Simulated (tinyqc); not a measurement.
Placement within one cell: pair of shallow donors (hydrogen-like orbitals).

Each donor has the orbital exp(-r/a); energy unit Ha* = q/(eps a), q = e^2/(4 pi eps0), so that a lone donor is bound by Ha*/2; x = R/a. One electron: S = (1 + x + x^2/3) exp(-x), j = 1/x - (1 + 1/x) exp(-2x), k = (1 + x) exp(-x); levels E(+/-) = -1/2 - (j +/- k)/(1 +/- S) in Ha*, without the repulsion of the ions, split by D = |E(-) - E(+)|. In six valleys the overlaps S and k are multiplied by v = [cos(K Rx) + cos(K Ry) + cos(K Rz)]/3, K = k0 (2 pi/a_lat), for isotropic envelopes and the symmetric valley state.

Two electrons, Heitler-London: with S' = (1 - x + x^2/3) exp(x), C = 1/x - exp(-2x)(1/x + 11/8 + 3x/4 + x^2/6), X = (1/5){exp(-2x)(25/8 - 23x/4 - 3x^2 - x^3/3) + (6/x)[S^2 (0.5772157 + ln x) + S'^2 Ei(-4x) - 2 S S' Ei(-2x)]}, Q = C - 2j + 1/x and A = X - 2 S k + S^2/x, the singlet and triplet lie at (Q +/- w A)/(1 +/- w S^2) from two lone donors, with the valley weight w = v^2; the exchange is J = triplet - singlet.

Constants: e^2/(4 pi eps0) = 14.39964547 eV angstrom.

Inputs chosen for the exercise (near those of two donors in Si; not measured data): a = 17.5 angstrom (orbital radius); eps = 11.3 (dielectric constant); a_lat = 5.431 angstrom (lattice constant); k0 = 0.843 2 pi/a_lat (valley position); sites = ((11, 0, 0), (11.25, 0.25, 0.25), (11.5, 0.5, 0), (11, 0.5, 0.5), (10.75, 0.25, -0.25), (11.75, 0.25, -0.25), (11, 1, 0), (11.25, 0.75, -0.25), (12, 0.5, 0.5)) a_lat (positions of the second donor).

D and J for each site, and for v = 1.

Cases:

| site |
|---|
| (11, 0, 0) |
| (11.25, 0.25, 0.25) |
| (11.5, 0.5, 0) |
| (11, 0.5, 0.5) |
| (10.75, 0.25, -0.25) |
| (11.75, 0.25, -0.25) |
| (11, 1, 0) |
| (11.25, 0.75, -0.25) |
| (12, 0.5, 0.5) |

Rank the cases by J (micro-eV), lowest first.

Answer: (11.5, 0.5, 0), (11.25, 0.25, 0.25), (12, 0.5, 0.5), (11.75, 0.25, -0.25), (11.25, 0.75, -0.25), (11, 1, 0), (10.75, 0.25, -0.25), (11, 0, 0), (11, 0.5, 0.5).

Results:

| site | R (angstrom) | v | D (meV) | J (micro-eV) | J for v = 1 |
|---|---|---|---|---|---|
| (11, 0, 0) | 59.7 | 0.619 | 6.09 | 1.27e+03 | 3.33e+03 |
| (11.25, 0.25, 0.25) | 61.1 | -0.169 | 1.54 | 84.9 | 2.99e+03 |
| (11.5, 0.5, 0) | 62.5 | -0.074 | 0.641 | 14.7 | 2.68e+03 |
| (11, 0.5, 0.5) | 59.9 | -0.635 | 6.23 | 1.33e+03 | 3.30e+03 |
| (10.75, 0.25, -0.25) | 58.4 | 0.471 | 4.81 | 814 | 3.69e+03 |
| (11.75, 0.25, -0.25) | 63.8 | 0.439 | 3.64 | 463 | 2.41e+03 |
| (11, 1, 0) | 60.0 | 0.469 | 4.52 | 716 | 3.27e+03 |
| (11.25, 0.75, -0.25) | 61.2 | -0.475 | 4.36 | 666 | 2.96e+03 |
| (12, 0.5, 0.5) | 65.3 | -0.339 | 2.65 | 246 | 2.15e+03 |

Over these sites the envelope alone changes J by a factor 1.72, and the valley factor v^2 by 73.4; J runs from 14.7 at (11.5, 0.5, 0) to 1.33e+03 micro-eV at (11, 0.5, 0.5). Moves of less than one lattice constant change the phases of the valleys along each axis that moves, so the placement must be exact to the site.

tinyqc: `OMP_NUM_THREADS=1 python tinyqc.py 1282409 1282410 out.jsonl`; about 0.01 s, one thread, shared Intel(R) Xeon(R) Processor @ 2.30GHz.
